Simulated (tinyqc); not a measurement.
Comparisons within one model: exchange-split free-electron bands and tunnelling magnetoresistance. A value that a table varies takes the place of the one given here.

Majority and minority bands E = c k^2/m -/+ Dx/2, c = hbar^2/2m0, so k_up = sqrt(m (EF + Dx/2)/c), k_dn = sqrt(m (EF - Dx/2)/c); n_s = k_s^3/(6 pi^2), D_s = m k_s/(4 pi^2 c).

Barrier: kappa = sqrt(mb phi/c), c = hbar^2/2m0. With a = k1/m, b = k2/m, w = kappa/mb, the transmission at normal incidence is T(k1, k2) = 4 a b w^2/[w^2 (a + b)^2 + (w^2 + a^2)(w^2 + b^2) sinh^2(kappa d)]. Parallel: G_P = T(up, up) + T(dn, dn); antiparallel: G_AP = 2 T(up, dn); TMR = (G_P - G_AP)/G_AP. Julliere: TMR = 2 P^2/(1 - P^2). Slonczewski factor: P_eff = P_k (w^2 - a_up a_dn)/(w^2 + a_up a_dn), P_k = (k_up - k_dn)/(k_up + k_dn).

Constants: hbar^2/2m0 = 3.80998211 eV angstrom^2.

Values chosen for the exercise: EF = 5.16 eV (Fermi energy above the mean band bottom); Dx = 3.1 eV (exchange splitting); m = 1.33 m0 (mass in the electrodes); mb = 0.74 m0 (mass in the barrier); d = 17.2 angstrom (barrier thickness); phi = 0.52 eV (barrier height above EF).

## Barrier height

Results:
```
phi (eV)  w (1/angstrom)    P_eff  TMR (%)       G_P
0.20               0.266  -0.1328     3.58   0.00238
0.40               0.377  -0.1146     2.66  0.000248
0.70               0.498  -0.0911     1.68  1.61e-05
1.0                0.596  -0.0715     1.03  1.62e-06
1.5                0.729  -0.0449     0.40  6.20e-08
2.0                0.842  -0.0240     0.11  3.73e-09
3.0                1.032   0.0070     0.01  3.08e-11
4.0                1.191   0.0288     0.17  5.13e-13
6.0                1.459   0.0574     0.66  5.06e-16
10                 1.883   0.0876     1.55  8.15e-21
```

What can be read from the table?

P_eff vanishes where w^2 = a_up a_dn, at phi = 2.74 eV, inside the table; the lowest TMR listed is 0.01 % at 3 eV. TMR is 3.6 % at the lowest barrier and 1.5 % at the highest, against 4.8 % for Julliere with P_k; P_eff tends to +P_k for very high barriers and to -P_k for very low ones. G_P falls by 17.5 decades.

## Barrier thickness

Results:
```
d (angstrom)  kappa d       G_P      G_AP  TMR (%)
1               0.318      1.67      1.64     1.77
2               0.636      1.07      1.06     1.22
3               0.953     0.609     0.601     1.34
4               1.271     0.332     0.327     1.64
6               1.907    0.0950    0.0931     2.03
8               2.542    0.0268    0.0262     2.16
10              3.178   0.00752   0.00735     2.20
13              4.131   0.00112   0.00109     2.21
16              5.085  0.000166  0.000162     2.22
20              6.356  1.31e-05  1.28e-05     2.22
```

What does this show, and why?

For thick barriers each angstrom costs a factor exp(2 kappa) = 1.89 in both conductances, and TMR settles at 2.22 % (the interface factor, which vanishes at (kappa/mb)^2 = k_up k_dn/m^2, reduces it below the value from the polarisation of k alone); it is within 0.1 point of that from d = 8 angstrom on. At 1 angstrom it is 1.77 %, where the barrier is thin and the mismatch of k_up and k_dn starts to rule, as it does fully for d -> 0.

## Exchange splitting

Dx takes the listed multiples of 2 EF.

Results:
```
Dx/(2 EF)    k_up    k_dn     P_k    P_eff  TMR (%)
0.10       1.4076  1.2732  0.0501  -0.0347     0.24
0.20       1.4702  1.2004  0.1010  -0.0695     0.97
0.35       1.5594  1.0820  0.1807  -0.1222     3.03
0.50       1.6437  0.9490  0.2679  -0.1753     6.34
0.65       1.7240  0.7940  0.3693  -0.2272    10.88
0.80       1.8006  0.6002  0.5000  -0.2681    15.49
0.90       1.8500  0.4244  0.6268  -0.2588    14.36
0.97       1.8837  0.2325  0.7803  -0.1140     2.64
```

What does this show?

P_k rises from 0.050 to 0.780, and TMR goes from 0.24 % to 2.6 %, not steadily: its largest value is 15.49 % at 0.8 and its smallest 0.24 % at 0.1. At Dx = 2 EF the minority band is empty (a half metal) and G_AP vanishes.

## What moves the magnetoresistance

All results formed anew. Each row changes one parameter from the base and keeps the others.

Results:
```
case                  P_k    P_eff  TMR (%)       G_P
base               0.1537  -0.1047     2.22  7.74e-05
Dx = 3.255 eV      0.1618  -0.1100     2.45  7.77e-05
EF = 5.676 eV      0.1392  -0.0985     1.96  7.20e-05
phi = 0.676 eV     0.1537  -0.0929     1.74  1.97e-05
mb = 0.592 m0      0.1537  -0.0948     1.81  0.000282
d = 19.2 angstrom  0.1537  -0.1047     2.22  2.17e-05
m = 1.596 m0       0.1537  -0.0967     1.89  8.68e-05
```

What does this show?

The largest shifts from the base row, up to three for each result and ties (the steps differ in size, so this ranks the rows, not the parameters). P_k: EF -0.0146, Dx +0.0081; unchanged at the printed digits by phi, mb, d and m. P_eff: phi +0.0118, mb +0.0099, m +0.0080; unchanged at the printed digits by d. TMR (%): phi -0.48, mb -0.40, m -0.33; unchanged at the printed digits by d. G_P: mb +0.000205, phi -5.77e-05, d -5.57e-05.

Run: tinyqc, `OMP_NUM_THREADS=1 python tinyqc.py 1680163 1680164 out.jsonl`; Intel(R) Xeon(R) Processor @ 2.30GHz, one thread, shared host; about 0.01 s of CPU time with all checks.
